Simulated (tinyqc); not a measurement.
Inside a calculation. Model: electroplating on a thin resistive seed layer: kinetics, Wagner number and the terminal effect across a wafer. Computed by tinyqc, a small Python program that keeps every step. Command: `OMP_NUM_THREADS=1 python tinyqc.py 3120382 3120383 out.jsonl terminal walk`. One thread of a shared host (Intel(R) Xeon(R) Processor @ 2.30GHz), about 0.03 s of CPU time with the checks. Intermediate numbers are printed to about 7 digits and carried at full precision; extremes and crossings named in words are read from the listed rows.

Current enters the seed at the rim. The bath is treated as a local resistance per area (no lateral flow in the liquid), two electrons per ion, molar volume 7.11 cm^3/mol, Faraday constant F = e N_A, kinematic viscosity 0.01 cm^2/s, omega = 2 pi x rpm/60; k_B T/e is in volts.

Inputs (values chosen for the exercise, of the order of those for copper plating from an acid sulfate bath):
```
quantity                               value         unit
wafer radius R                            10           cm
seed thickness t                          29           nm
seed resistivity                          24  microohm cm
bath conductivity kappa                 0.22         S/cm
gap to the anode h                        10           cm
extra resistance of a porous plate         0     ohm cm^2
exchange current density i_0             0.8      mA/cm^2
cathodic transfer coefficient alpha     0.87            -
mean current density                     9.3      mA/cm^2
diffusivity of the metal ion         5.6e-06       cm^2/s
metal ion concentration                 0.45        mol/L
rotation rate                            100          rpm
temperature T                            298            K
```

Constants: e = 1.602176634e-19 C; N_A = 6.02214076e+23 1/mol; k_B = 8.617333262e-05 eV/K.

## Rate, limit and resistances

Growth rate = i V_m/(2 F). Levich limit i_L = 0.62 x 2 F D^(2/3) omega^(1/2) nu^(-1/6) c. Tafel overpotential eta = (k_B T/(alpha e)) ln(i/i_0); kinetic resistance k_B T/(alpha e i); bath resistance h/kappa + plate; R_s = resistivity/t; Wagner number = kinetic resistance x kappa/R.

growth rate = 205.5950 nm/min

limiting current i_L = 118.3682 mA/cm^2

overpotential = 72.40948 mV

kinetic resistance = 3.173854 ohm cm^2

bath resistance R_b = 45.45455 ohm cm^2

sheet resistance R_s = 8.275862 ohm/square

Wagner number = 0.06982479

## Linear estimate of the terminal effect

Linearised: with R_t = kinetic + bath resistance the current density obeys (1/r)(r i')' = i R_s/R_t, so i = A I_0(r/l), l = sqrt(R_t/R_s); with x = R/l, edge/centre = I_0(x) and edge/mean = x I_0(x)/(2 I_1(x)). Voltage drop in the seed for a uniform current: i R_s R^2/4.

length l = 2.424032 cm

x = R/l = 4.125358

edge over centre, linear = 12.59774

edge over mean, linear = 2.375879

drop for uniform current = 1924.138 mV

## Current distribution

Full model: seed potential phi(r) with (1/r)(r phi')' = R_s i, where i solves phi = R_b i + (k_B T/(alpha e)) ln(i/i_0) (phi being the driving voltage left at r); phi'(0) = 0 and phi'(R) = R_s i_mean R/2. Solved by collocation to a tolerance of 1e-7.

Across the wafer:
```
r/R   i (mA/cm^2)    i/mean  i/mean, linear
0.00      1.93595  0.208167        0.188596
0.20      2.21367  0.238029        0.222084
0.40      3.22495  0.346769        0.340555
0.60      5.60996  0.603222        0.608817
0.75      9.14513  0.983348        0.993651
0.90     15.48158  1.664686        1.666152
1.00     22.29534  2.397348        2.375879
```

edge over centre, full model = 11.51649

The full model gives 11.5 against 12.6 from the linear form; the kinetic resistance, which the linear form holds fixed, is a small part of R_t here.

## As the film thickens, and with more bath resistance

The film is taken as uniform, with the seed resistivity; the last column adds 100 ohm cm^2 to R_b. Extra power of that plate = i^2 x 100 ohm cm^2 x area.

Edge over centre:
```
thickness (nm)  R_s (ohm/square)  as given  with 100 ohm cm^2 more
29.0                    8.275862  11.51649                2.950644
43.5                    5.517241   6.36280                2.164787
58.0                    4.137931   4.47450                1.826068
87.0                    2.758621   2.98416                1.520454
145.0                   1.655172   2.04536                1.298344
290.0                   0.827586   1.47237                1.144118
580.0                   0.413793   1.22425                1.070822
```

extra power = 2.717163 W

The ratio falls below 1.1 in none of these rows as given, and from 580 nm on with the added resistance: what counts is R_s R^2 against the sum of kinetic and bath resistance.

Checks made by the program: mean of the distribution (relative difference 5e-07).
